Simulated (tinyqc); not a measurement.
Sublattice potential against complex hopping: Haldane model. Computed by the program tinyqc. H_AA = delta - 2 t2 sum cos(k.b + phi), H_BB = -delta - 2 t2 sum cos(k.b - phi), H_AB = -t1 (1 + exp(-i k.a1) + exp(-i k.a2)), b = a1, a2 - a1, -a2, m = 3 sqrt3 t2 sin(phi); the sign of the Chern number follows the orientation k1 then k2.

Honeycomb lattice:
```
parameter     value
t1 (eV)    2.720000
t2 (eV)    0.350000
phi (rad)  1.550000
```

Gaps at the two valleys (eV) and Chern number of the lower band (12 x 12 mesh):
```
delta   gap 2|delta - m|  gap 2|delta + m|  Chern number
-3.273            10.183             2.909             0
-2.364             8.365             1.091             0
-1.091             5.819             1.455            -1
0.000              3.637             3.637            -1
0.727              2.183             5.091            -1
1.364              0.909             6.365            -1
2.273              0.909             8.183             0
3.636              3.635            10.909             0
```

What does the comparison show, and why?

Here |m| = 1.8183 eV. For |delta| < |m| the two valleys have masses of opposite sign and the Chern number is +/-1; one gap closes at |delta| = |m|, and beyond it the band is trivial.
